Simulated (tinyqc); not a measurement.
Worked calculation: Pariser-Parr-Pople SCF with singles CI, for the molecule Oc1ccc2c(c1)C=C2 (SMILES; centres numbered as the heavy atoms are written). Computed by tinyqc, a small Python program that keeps every step. Settings: charge = 0, gamma = Ohno, start = huckel, damping = 0, iteration cap = 79, excitations kept = 6. Command: `OMP_NUM_THREADS=1 python tinyqc.py 29223 29224 out.jsonl` (the two numbers bound the seeds that draw the settings). One thread of a shared host (Intel(R) Xeon(R) Processor @ 2.60GHz), about 0.01 s of CPU time with the checks. Later iterations appear only in the table of the cycle.

## PPP integrals

Centres (angstrom, eV; a flat drawing with bonds scaled to 1.40 angstrom):

| centre | x | y | core charge z | W | gamma_rr |
|---|---|---|---|---|---|
| 1O | 2.944000 | 0.605000 | 2 | 33.000000 | 21.500000 |
| 2C | 1.606000 | 0.192000 | 1 | 11.160000 | 11.130000 |
| 3C | 1.295000 | -1.173000 | 1 | 11.160000 | 11.130000 |
| 4C | -0.042000 | -1.586000 | 1 | 11.160000 | 11.130000 |
| 5C | -1.069000 | -0.634000 | 1 | 11.160000 | 11.130000 |
| 6C | -0.758000 | 0.731000 | 1 | 11.160000 | 11.130000 |
| 7C | 0.580000 | 1.144000 | 1 | 11.160000 | 11.130000 |
| 8C | -2.123000 | 1.042000 | 1 | 11.160000 | 11.130000 |
| 9C | -2.434000 | -0.323000 | 1 | 11.160000 | 11.130000 |

Resonance integrals (eV):

| i | j | beta |
|---|---|---|
| 1 | 2 | -2.240000 |
| 2 | 3 | -2.390000 |
| 3 | 4 | -2.390000 |
| 4 | 5 | -2.390000 |
| 5 | 6 | -2.390000 |
| 6 | 7 | -2.390000 |
| 6 | 8 | -2.390000 |
| 8 | 9 | -2.390000 |
| 7 | 2 | -2.390000 |
| 9 | 5 | -2.390000 |

Ohno: gamma = 14.399645/sqrt(R^2 + a^2), a = 2 x 14.399645/(gamma_rr + gamma_ss); H_rr = -W_r - sum_(s != r) z_s gamma_rs; H_rs = beta for bonds.

repulsion gamma_rs (eV), lower triangle:
```
           1O         2C         3C         4C         5C         6C         7C         8C
1O  21.500000
2C   8.699463  11.130000
3C   5.579971   7.553918  11.130000
4C   3.782098   5.240212   7.555798  11.130000
5C   3.355269   4.668978   5.239577   7.552789  11.130000
6C   3.781576   5.239577   4.668457   5.238839   7.553918  11.130000
7C   5.580586   7.554922   5.239335   4.668516   5.239068   7.553017  11.130000
8C   2.789642   3.566435   3.369522   4.007518   6.088370   7.553918   4.802430  11.130000
9C   2.604674   3.369718   3.566435   4.802371   7.553918   6.088370   4.007621   7.553918

           9C
9C  11.130000
```

core matrix H (eV), lower triangle:
```
            1O          2C          3C          4C          5C          6C          7C          8C
1O  -69.173279
2C   -2.240000  -65.752687
3C    0.000000   -2.390000  -59.512984
4C    0.000000    0.000000   -2.390000  -57.790239
5C    0.000000    0.000000    0.000000   -2.390000  -61.767156
6C    0.000000    0.000000    0.000000    0.000000   -2.390000  -62.619248
7C    0.000000   -2.390000    0.000000    0.000000    0.000000   -2.390000  -61.386082
8C    0.000000    0.000000    0.000000    0.000000    0.000000   -2.390000    0.000000  -53.681395
9C    0.000000    0.000000    0.000000    0.000000   -2.390000    0.000000    0.000000   -2.390000

            9C
9C  -53.311700
```

## Starting guess

pi electrons, sum of z_r less the charge = 10

Orbitals of the Hueckel matrix of the beta values.

P at the start, lower triangle:
```
           1O         2C         3C         4C         5C        6C         7C        8C
1O   1.275084
2C   0.702358   1.000000
3C  -0.257820   0.514144   1.241639
4C  -0.220482   0.000000   0.674482   1.000000
5C   0.257820  -0.182270  -0.241639   0.633991   1.241639
6C  -0.276640   0.000000  -0.195881   0.000000   0.418172  1.000000
7C   0.000000   0.454226   0.000000  -0.135963   0.000000  0.780092   1.000000
8C  -0.257820   0.052977   0.241639  -0.275738  -0.241639  0.318888   0.000000  1.241639
9C   0.326292   0.000000  -0.026879   0.000000   0.385133  0.000000  -0.408227  0.760154

          9C
9C  1.000000
```

## Iteration 1: Fock matrix

F_rr = H_rr + P_rr gamma_rr / 2 + sum_(s != r) P_ss gamma_rs; F_rs = H_rs - P_rs gamma_rs / 2; E = tr P (H + F) / 2 + core repulsion sum_(r<s) z_r z_s gamma_rs.

F (eV), lower triangle:
```
            1O         2C         3C         4C         5C         6C         7C         8C
1O  -16.459660
2C   -5.295068  -8.086066
3C    0.719313  -4.331900  -6.214999
4C    0.416943   0.000000  -4.938124  -3.717514
5C   -0.432527   0.425507   0.633042  -4.784200  -3.945300
6C    0.523068   0.000000   0.457232   0.000000  -3.969417  -3.557609
7C    0.000000  -4.105819   0.000000   0.317373   0.000000  -5.336025  -5.948016
8C    0.359612  -0.094470  -0.407103   0.552512   0.735592  -3.594426   0.000000  -3.987145
9C   -0.424943   0.000000   0.047931   0.000000  -3.844630   0.000000   0.818010  -5.261071

           9C
9C  -2.970746
```

pi energy = -147.021759 eV

## Iteration 1: orbitals and new P

Diagonalise F (the basis is taken as orthonormal) and form P = 2 sum c c over the lowest orbitals.

orbital energies (eV): -19.462595  -13.701682  -11.414636  -10.382475  -7.269157  -2.130423  1.063738  2.235419  6.174757

P after iteration 1, lower triangle:
```
           1O         2C         3C         4C         5C        6C         7C        8C
1O   1.836740
2C   0.378453   1.047045
3C  -0.259158   0.675094   1.157169
4C  -0.047607  -0.007468   0.588180   0.937257
5C   0.189172  -0.345981  -0.064749   0.722789   1.062014
6C  -0.105931   0.043375  -0.275769   0.029900   0.487048  0.817659
7C  -0.131338   0.497643  -0.108653  -0.158452   0.054561  0.752051   1.149646
8C  -0.110572   0.157951   0.087329  -0.313857  -0.101138  0.230299  -0.071867  1.146273
9C   0.103568  -0.067608   0.082185   0.029228   0.252244  0.144473  -0.319490  0.875709

          9C
9C  0.846197
```

## Iteration 2: Fock matrix

As before.

F (eV), lower triangle:
```
            1O         2C         3C         4C         5C         6C         7C         8C
1O  -11.844985
2C   -3.886170  -5.426894
3C    0.723046  -4.939803  -5.547974
4C    0.090028   0.019566  -4.612085  -5.068245
5C   -0.317361   0.807689   0.169630  -5.119536  -6.093043
6C    0.200292  -0.113633   0.643708  -0.078322  -4.229562  -4.808326
7C    0.366471  -4.269826   0.284635   0.369868  -0.142926  -5.230125  -5.753589
8C    0.154228  -0.281662  -0.147129   0.628894   0.307883  -3.259831   0.172568  -6.233483
9C   -0.134881   0.113909  -0.146553  -0.070181  -3.342715  -0.439803   0.640197  -5.697515

           9C
9C  -5.395461
```

pi energy = -151.122192 eV

## Iteration 2: orbitals and new P

As before.

orbital energies (eV): -15.550123  -14.211647  -11.753503  -10.725519  -8.978003  -1.795750  0.523509  1.958655  4.360382

P after iteration 2, lower triangle:
```
           1O         2C         3C         4C         5C        6C         7C        8C
1O   1.858880
2C   0.375365   0.955158
3C  -0.239740   0.685659   1.133358
4C  -0.053956   0.038552   0.585719   0.929532
5C   0.158580  -0.326472  -0.092701   0.727778   1.133012
6C  -0.079637   0.052802  -0.297949  -0.014612   0.502399  0.877171
7C  -0.135534   0.505129  -0.026228  -0.196447   0.010578  0.767259   1.098129
8C  -0.081186   0.133046   0.077785  -0.278453  -0.110248  0.191472  -0.033195  1.122751
9C   0.067743  -0.056984   0.086253   0.039585   0.218289  0.095098  -0.296085  0.909470

          9C
9C  0.892009
```

## Convergence

Stop when output and input P, before any damping, agree to 1e-7.

Course of the cycle:

| iteration | E (eV) | largest \|P(out) - P(in)\| |
|---|---|---|
| 1 | -147.02175935 | 5.62e-01 |
| 2 | -151.12219219 | 9.19e-02 |
| 3 | -151.41537341 | 2.30e-02 |
| 4 | -151.45756619 | 1.38e-02 |
| 5 | -151.47204486 | 1.03e-02 |
| 6 | -151.47861708 | 8.00e-03 |
| 7 | -151.48209911 | 6.21e-03 |
| 8 | -151.48408122 | 4.82e-03 |
| 9 | -151.48524615 | 3.83e-03 |
| 10 | -151.48594123 | 3.04e-03 |
| 11 | -151.48635932 | 2.41e-03 |
| ... | ... | ... |
| 43 | -151.48700449 | 1.02e-06 |
| 44 | -151.48700449 | 8.01e-07 |
| 45 | -151.48700449 | 6.28e-07 |
| 46 | -151.48700449 | 4.92e-07 |
| 47 | -151.48700449 | 3.85e-07 |
| 48 | -151.48700449 | 3.02e-07 |
| 49 | -151.48700449 | 2.37e-07 |
| 50 | -151.48700449 | 1.85e-07 |
| 51 | -151.48700449 | 1.45e-07 |
| 52 | -151.48700449 | 1.14e-07 |
| 53 | -151.48700449 | 8.91e-08 |

Converged in 53 iterations.

## Converged orbitals

Charges are z - P_rr.

orbital energies (eV): -15.546788  -14.211332  -11.786741  -10.896081  -9.059485  -1.404600  0.500264  1.894877  4.471949

coefficients:
```
         MO1        MO2        MO3        MO4        MO5        MO6        MO7        MO8
1O  0.411723   0.610005  -0.407944  -0.408434  -0.257078  -0.132926   0.088301  -0.170092
2C  0.447437   0.347014   0.126172   0.229958   0.298978   0.314489  -0.259820   0.536193
3C  0.302842   0.104123   0.545926  -0.050507   0.385238  -0.269020  -0.266706  -0.489574
4C  0.269641  -0.149908   0.508289  -0.309134  -0.172649  -0.175805   0.580220   0.203556
5C  0.334620  -0.383623   0.125169  -0.250141  -0.448319   0.337805  -0.319239   0.169338
6C  0.361305  -0.316525  -0.188154   0.328512  -0.312532  -0.409703  -0.337500  -0.168216
7C  0.350053  -0.010714  -0.063621   0.635906  -0.073303   0.201024   0.526238  -0.210555
8C  0.227900  -0.328000  -0.369892  -0.112578   0.462656  -0.453830   0.126877   0.385055
9C  0.221081  -0.345121  -0.263309  -0.307645   0.384989   0.501804   0.089805  -0.390993

          MO9
1O  -0.068230
2C   0.259384
3C  -0.255467
4C   0.334804
5C  -0.465762
6C   0.467133
7C  -0.319187
8C  -0.326506
9C   0.327219
```

pi charges: 1O 0.118106, 2C 0.042387, 3C -0.103100, 4C 0.042184, 5C -0.076730, 6C 0.056546, 7C -0.072899, 8C -0.046135, 9C 0.039640

## Singles CI, singlets

Over the 6 single excitations with the smallest orbital gaps: A = (e_a - e_i) delta + 2 (ia|jb) - (ij|ab), with (pq|rs) = sum c_mp c_mq gamma_mn c_nr c_ns. f = 2/3 w |mu|^2 in atomic units, mu = sqrt2 sum c_ia sum_m c_mi c_ma R_m.

singlet CI matrix (eV), lower triangle:
```
           5>6        4>6        5>7       3>6       5>8       4>7
5>6   1.988063
4>6   0.514666   5.070361
5>7  -0.128000  -0.936018   5.018848
3>6   0.587928   0.147103   0.553601  5.918168
5>8   0.289346  -0.001259   0.032903  0.013944  6.414927
4>7   0.304595   0.107823  -0.049640  0.281848  0.504536  6.354312
```

singlet excitation energies (eV): 1.799630  3.979788  5.654530  6.038751  6.284629  7.007351

oscillator strengths: 0.007242  0.008472  0.320222  0.437616  0.830619  1.173170

## Singles CI, triplets

Over the 6 single excitations with the smallest orbital gaps: A = (e_a - e_i) delta - (ij|ab), with (pq|rs) = sum c_mp c_mq gamma_mn c_nr c_ns.

triplet CI matrix (eV), lower triangle:
```
          5>6        4>6        5>7        3>6       5>8       4>7
5>6  1.250349
4>6  0.439891   3.686551
5>7  0.042447   0.220772   3.632837
3>6  0.660600   0.153318  -0.074083   4.815661
5>8  0.195336  -0.587206  -0.062833  -1.077995  4.970253
4>7  0.220772  -0.254716  -0.120442  -0.008355  0.064520  4.978998
```

triplet excitation energies (eV): 0.994256  3.396901  3.698385  4.065612  5.045579  6.133917
